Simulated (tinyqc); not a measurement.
Exchange-only LDA atom on a uniform radial grid, spin-unpolarised, for Be(2+), step by step. Computed by tinyqc, a small Python program that keeps every step. Settings: Z = 4, points = 128, R = 7.4, functional = Slater exchange alone, mixing = 0.2, iteration cap = 70. Command: `OMP_NUM_THREADS=1 python tinyqc.py 20596 20597 out.jsonl` (the two numbers bound the seeds that draw the settings). One thread of a shared host (Intel(R) Xeon(R) Processor @ 2.60GHz), about 0.2 s of CPU time with the checks.

Spherical atom on a uniform radial grid r_j = j h with h = R/(N + 1), h sum u^2 = 1 and integrals as h times sums, u(0) = u(R) = 0 (atomic units):
```
parameter           value
Z                       4
points N              128
R                7.400000
h                0.057364
mixing           0.200000
electrons in 1s         2
```

Three-point differences turn -u''/2 + [l(l+1)/2r^2 - Z/r + V] u = e u into a tridiagonal matrix (diagonal 1/h^2 + potential, off-diagonal -1/2h^2). D = sum f u^2; the Hartree potential y/r solves y'' = -D/r with y(0) = 0, y(R) = N_e; v_xc comes from rho = D/(4 pi r^2); E = sum f e - int D V + int D (V_H/2 + eps_xc); V(new) = V + mixing (V_H + v_xc - V).

Stop when input and output potentials agree to 1e-7.

Course of the cycle (hartree):
```
iteration             E      e(1s)  largest |V(out) - V(in)|
1          -12.94672177  -7.897383                  4.91e+00
2          -13.00371937  -7.189266                  3.82e+00
3          -13.04046301  -6.636727                  2.97e+00
4          -13.06380414  -6.205249                  2.30e+00
5          -13.07844174  -5.868058                  1.79e+00
6          -13.08752026  -5.604367                  1.39e+00
7          -13.09309862  -5.398020                  1.07e+00
8          -13.09649982  -5.236450                  8.31e-01
9          -13.09856047  -5.109868                  6.44e-01
10         -13.09980256  -5.010646                  5.00e-01
11         -13.10054822  -4.932830                  3.88e-01
...                 ...        ...                       ...
60         -13.10165231  -4.647230                  3.63e-06
61         -13.10165231  -4.647229                  2.89e-06
62         -13.10165231  -4.647229                  2.31e-06
63         -13.10165231  -4.647228                  1.84e-06
64         -13.10165231  -4.647228                  1.47e-06
65         -13.10165231  -4.647228                  1.17e-06
66         -13.10165231  -4.647228                  9.32e-07
67         -13.10165231  -4.647227                  7.43e-07
68         -13.10165231  -4.647227                  5.93e-07
69         -13.10165231  -4.647227                  4.73e-07
70         -13.10165231  -4.647227                  3.77e-07
```

Can the last value be used, and what does the course show?

Not by the stop rule, although the second column moves by less than 1e-07 over the last three steps; and the uniform grid itself carries an error of order h^2 at the cusp, far above the threshold. Not converged within 70 iterations: the residual falls steadily but slowly, by a factor of about 0.80 a step. Reruns (cap 100 unless said): mixing 0.3: converged in 48; mixing 0.6: converged in 20; the original settings with a cap of 400: converged in 76. Even converged, this uniform grid resolves the cusp poorly and misses the energy of the atom.
